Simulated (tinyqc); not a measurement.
Inside a calculation. Method: CISD on RHF in the sto-3g basis, for H3+, spin multiplicity 1. One step of it, computed by the program tinyqc.

Task: CISD: determinants and Hamiltonian. Slater-Condon rules over spin orbitals, with the nuclear repulsion added and E(HF) subtracted on the diagonal.

one-electron integrals over orbitals h = C^T H C (hartree), lower triangle:
```
           1          2          3
1  -1.469212
2   0.010817  -1.047686
3  -0.000067  -0.000005  -1.015660
```

Two-electron integrals over orbitals (pq|rs), unique and non-zero (hartree):
```
(11|11) 0.524592    (21|11) -0.010817   (21|21) 0.146852    (22|11) 0.508438
(22|21) 0.108574    (22|22) 0.615173    (31|11) 0.000067    (31|21) 2.34e-06
(31|22) -0.000624   (31|31) 0.149071    (32|11) 3.78e-06    (32|21) -0.000681
(32|22) -0.000086   (32|31) -0.102325   (32|32) 0.076183    (33|11) 0.522937
(33|21) -0.111103   (33|22) 0.436889    (33|31) 0.000643    (33|32) 0.000084
(33|33) 0.618283
```

nuclear repulsion = 1.22882866 hartree

Hartree-Fock energy = -1.18500425 hartree

Give: determinants; H - E(HF) between determinants.

Result:

Occupation strings over the orbitals (2 doubly, a alpha, b beta, 0 empty; spin orbitals ordered 1a 1b 2a 2b ...): 200 ab0 a0b ba0 b0a 020 0ab 0ba 002

H - E(HF) between determinants (hartree), lower triangle:
```
       200     ab0     a0b     ba0     b0a    020     0ab    0ba
200  0.000
ab0  0.000   0.405
a0b  0.000   0.000   0.452
ba0  0.000  -0.147   0.000   0.405
b0a  0.000   0.000  -0.149   0.000   0.452
020  0.147   0.119  -0.001  -0.119   0.001  0.934
0ab  0.000  -0.001  -0.100   0.001   0.102  0.000   0.787
0ba  0.000   0.001   0.102  -0.001  -0.100  0.000  -0.076  0.787
002  0.149  -0.102   0.001   0.102  -0.001  0.076   0.000  0.000

       002
002  1.001
```
